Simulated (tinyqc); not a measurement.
Resistance of a tapered via with liner, size effect and interface: two steps of the calculation.

A round via whose diameter grows from db at the bottom as D(z) = db + 2 z/tan(ang). The fill, of diameter D - 2 tl, starts above the bottom liner (thickness fb tl) and has rho = rho0 (1 + ks lam/(D - 2 tl)); the sidewall liner conducts in parallel with it. The bottom liner and the interface are crossed over the full area pi db^2/4. Spreading in the lines above and below is left out.

Parameters, values chosen for the exercise; fill metal close to cobalt: diameter at the bottom db = 37 nm; height hv = 140 nm; sidewall angle ang = 87 degrees; bulk resistivity of the fill rho0 = 6.04 uohm cm; mean free path of the fill lam = 12.1 nm; size-effect factor ks = 1.1; liner on the sidewall tl = 1.3 nm; liner at the bottom over that on the sidewall fb = 0.7; resistivity of the liner rl = 290 uohm cm; interface resistivity at the bottom ri = 1.2e-12 ohm cm^2; ballistic conductance per area, about 3/(4 rho0 lam) Sb = 1e15 S/m^2.

Question 1. Slices of the via. Slices between z0 = fb tl and hv, evaluated at their midpoints: conductance per length pi/4 [(D - 2 tl)^2/rho + (D^2 - (D - 2 tl)^2)/rl], slice resistance = slice height over that. 7 slices.

Give: z; D; rho; slice resistance.

Answer 1.

z, slice 0 to 6 (nm): [10.845, 30.715, 50.585, 70.455, 90.325, 110.19, 130.06]
D, slice 0 to 6 (nm): [38.137, 40.219, 42.302, 44.385, 46.467, 48.550, 50.633]
rho, slice 0 to 6 (uohm cm): [8.3022, 8.1770, 8.0649, 7.9640, 7.8726, 7.7896, 7.7137]
slice resistance, slice 0 to 6 (ohm): [1.6560, 1.4559, 1.2896, 1.1499, 1.0316, 0.93045, 0.84336]

Question 2. Total resistance. R_fill = sum of the slices; R_bottom = rl fb tl/(pi db^2/4); R_interface = ri/(pi db^2/4); ballistic (Sharvin) limit 1/(Sb pi (db - 2 tl)^2/4); ideal cylinder rho0 hv/(pi db^2/4).

slice resistance, slice 0 to 6 (ohm): [1.6560231, 1.4558948, 1.2895821, 1.1499350, 1.0315864, 0.93044671, 0.84335720]

Wanted: parts; R; shares; ballistic limit; ideal cylinder.

Answer 2.

parts (ohm): fill 8.357, bottom liner 2.454, interface 0.1116
R = 10.92 ohm
shares (%): fill 76.51, bottom liner 22.47, interface 1.02
ballistic limit = 1.076 ohm
ideal cylinder = 7.865 ohm

The fill is the largest part, and R is 1.39 times the ideal cylinder. With 2000 slices R = 10.930 ohm.

tinyqc, about 0.01 s, one thread, Intel Xeon 2.30GHz (shared host): `OMP_NUM_THREADS=1 python tinyqc.py 2750134 2750135 out.jsonl`
